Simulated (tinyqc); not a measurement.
Classical nucleation, growth and JMAK kinetics of crystallisation from a melt or glass: one step, computed by the program tinyqc. Command: `OMP_NUM_THREADS=1 python tinyqc.py 3028736 3028737 out.jsonl nucl walk`. One thread of a shared host (Intel(R) Xeon(R) Processor @ 2.30GHz), about 0.01 s of CPU time with the checks.

A spherical nucleus with a sharp interface of isotropic energy gamma; lambda = Omega^(1/3) is the jump distance.

Problem. Fraction transformed and grain size. JMAK with steady nucleation and growth, nuclei spread at random: extended fraction X_e = (pi/3) I u^3 t^4, X = 1 - exp(-X_e); t_X = [-3 ln(1 - X)/(pi I u^3)]^(1/4); final grains per volume = Gamma(5/4) (3/pi)^(1/4) (I/u)^(3/4), Gamma(5/4) = 0.9064024771. Grain size = (grains per volume)^(-1/3).

Inputs (values chosen for the exercise, for a model substance): temperature T = 1067 K; time t = 0.015 s.

Nucleation: homogeneous. Driving force: Turnbull (linear).

nucleation rate I = 1.273709e+28 1/(m^3 s)

growth velocity u = 0.07285145 m/s

Give: extended fraction; fraction X at t; half time t_0.5; grains per volume; grain size.

Solution.

extended fraction = 2.611e+17

fraction X at t = 1

half time t_0.5 = 6.055e-07 s

grains per volume = 7.661e+21 1/m^3

grain size = 0.05073 micrometre

t is 25000 half times: the change is complete.
